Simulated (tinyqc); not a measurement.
RHF in the 3-21g basis, for H2, spin multiplicity 1, step by step. One step of it, computed by the program tinyqc.

Task: Iteration 4: building the Fock matrix. J_ij = sum D_kl (ij|kl), K_ij = sum D_kl (ik|jl); F = H + J - 0.5 K; E = tr D H + tr D J / 2 - 0.25 tr D K + E_nn.

D after iteration 3, lower triangle:
```
,1H 1s,1H 2s,2H 1s,2H 2s
1H 1s,0.094770
1H 2s,0.168810,0.320046
2H 1s,0.094770,0.168810,0.094770
2H 2s,0.168810,0.320046,0.168810,0.320046
```

core Hamiltonian H = T + V (hartree), lower triangle:
```
,1H 1s,1H 2s,2H 1s,2H 2s
1H 1s,-0.686101
1H 2s,-0.820161,-0.873395
2H 1s,-0.386495,-0.543616,-0.686101
2H 2s,-0.543616,-0.716390,-0.820161,-0.873395
```

Two-electron integrals (ij|kl) in chemists' order, unique and non-zero (hartree):
```
i,j,k,l,(ij|kl)
1,1,1,1,1.140145
2,1,1,1,0.611403
2,1,2,1,0.345152
2,2,1,1,0.626370
2,2,2,1,0.380329
2,2,2,2,0.482957
3,1,1,1,0.153544
3,1,2,1,0.089530
3,1,2,2,0.103529
3,1,3,1,0.034535
3,2,1,1,0.213051
3,2,2,1,0.132077
3,2,2,2,0.173510
3,2,3,1,0.055821
3,2,3,2,0.109600
3,3,1,1,0.510172
3,3,2,1,0.324182
3,3,2,2,0.449073
3,3,3,1,0.153544
3,3,3,2,0.335824
3,3,3,3,1.140145
4,1,1,1,0.335824
4,1,2,1,0.190808
4,1,2,2,0.212547
4,1,3,1,0.055821
4,1,3,2,0.084501
4,1,3,3,0.213051
4,1,4,1,0.109600
4,2,1,1,0.403771
4,2,2,1,0.247753
4,2,2,2,0.323099
4,2,3,1,0.080186
4,2,3,2,0.146553
4,2,3,3,0.403771
4,2,4,1,0.146553
4,2,4,2,0.241916
4,3,1,1,0.324182
4,3,2,1,0.204629
4,3,2,2,0.281947
4,3,3,1,0.089530
4,3,3,2,0.190808
4,3,3,3,0.611403
4,3,4,1,0.132077
4,3,4,2,0.247753
4,3,4,3,0.345152
4,4,1,1,0.449073
4,4,2,1,0.281947
4,4,2,2,0.391403
4,4,3,1,0.103529
4,4,3,2,0.212547
4,4,3,3,0.626370
4,4,4,1,0.173510
4,4,4,2,0.323099
4,4,4,3,0.380329
4,4,4,4,0.482957
```

nuclear repulsion = 0.51476382 hartree

Give: Coulomb J; exchange K; Fock matrix F; total energy of this density.

Result:

Coulomb J (hartree), lower triangle:
```
,1H 1s,1H 2s,2H 1s,2H 2s
1H 1s,1.2893
1H 2s,0.7708,0.9621
2H 1s,0.2514,0.4545,1.2893
2H 2s,0.4545,0.7196,0.7708,0.9621
```

exchange K (hartree), lower triangle:
```
,1H 1s,1H 2s,2H 1s,2H 2s
1H 1s,0.7770
1H 2s,0.7398,0.8270
2H 1s,0.4883,0.6308,0.7770
2H 2s,0.6308,0.7731,0.7398,0.8270
```

Fock matrix F (hartree), lower triangle:
```
,1H 1s,1H 2s,2H 1s,2H 2s
1H 1s,0.2147
1H 2s,-0.4193,-0.3248
2H 1s,-0.3792,-0.4045,0.2147
2H 2s,-0.4045,-0.3833,-0.4193,-0.3248
```

total energy of this density = -1.076470 hartree

This density is a damped mixture and is not idempotent.
